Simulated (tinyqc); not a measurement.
Harmonic frequencies on the UHF/sto-3g surface (energies and gradients from PySCF), for BeH, spin multiplicity 2, step by step. One step of it, computed by the program tinyqc.

Question. One row of the Hessian: 1Bez. Displace 1Bez by +/-0.01 bohr; H(k, :) = (g(+) - g(-)) / (2 delta).

optimised positions (bohr):
```
            x         y          z
1Be  0.000000  0.000000  -0.118487
2H   0.000000  0.000000   2.340805
```

gradient at +delta (hartree/bohr):
```
              x           y            z
1Be  0.00000000  0.00000000   0.00227044
2H   0.00000000  0.00000000  -0.00227044
```

gradient at -delta (hartree/bohr):
```
              x           y            z
1Be  0.00000000  0.00000000  -0.00221365
2H   0.00000000  0.00000000   0.00221365
```

Give: row of the Hessian.

Answer.

row of the Hessian (hartree/bohr^2): 1Bex 0.000000, 1Bey 0.000000, 1Bez 0.224205, 2Hx 0.000000, 2Hy 0.000000, 2Hz -0.224205
